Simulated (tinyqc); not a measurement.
Gate voltage for a given inversion charge.

Problem. p-type body, charge-sheet picture, depletion and inversion only, full ionisation (an idealisation for deep acceptors), Boltzmann statistics (rough once Na exp(x - xn) passes about Nc/7). In units of Vt: xg = (Vg - Vfb)/Vt, x = psi/Vt, G = gamma/sqrt(Vt), xn = (2 phiF + Vc)/Vt. The implicit equation is (xg - x)^2 = G^2 [x - 1 + exp(x - xn)] for x above about 3. Cox = eps0 eox/tox. ni = sqrt(Nc Nv) exp(-Eg/(2 Vt)), Eg in volts; phiF = Vt ln(Na/ni); gamma = sqrt(2 q eps0 eps_r Na)/Cox. N_inv = (Cox Vt G/q) [sqrt(x - 1 + exp(x - xn)) - sqrt(x - 1)]. Find x - xn, psi and Vg.

Inputs (values chosen for the exercise); band and dielectric values close to those of silicon: temperature T = 300 K; band gap Eg = 1.11 eV; relative permittivity eps_r = 11.6; conduction-band density of states at T Nc = 2.79e19 cm^-3; valence-band density of states at T Nv = 2.6e19 cm^-3; relative permittivity of the gate insulator (close to silicon dioxide) eox = 3.9; insulator thickness tox = 7.5 nm; acceptor density Na = 3e16 cm^-3; flat-band voltage Vfb = -0.55 V; channel-body voltage Vc = 0.5 V.

Constants: q = 1.602176634e-19 C, kB = 1.380649e-23 J/K, Vt = kB T/q, eps0 = 8.8541878128e-14 F/cm where lengths are in cm. Results are converted to the units shown.

N_inv = 2.8e10 cm^-2

Solution. N_inv rises steadily with x, so it fixes x; the implicit equation then gives xg directly.

x - xn = 1.39
psi = 1.29 V
Vg = 0.997 V

Numbers from tinyqc (`OMP_NUM_THREADS=1 python tinyqc.py 2122045 2122046 out.jsonl`; about 0.01 s on one thread of a shared Intel Xeon 2.30GHz).
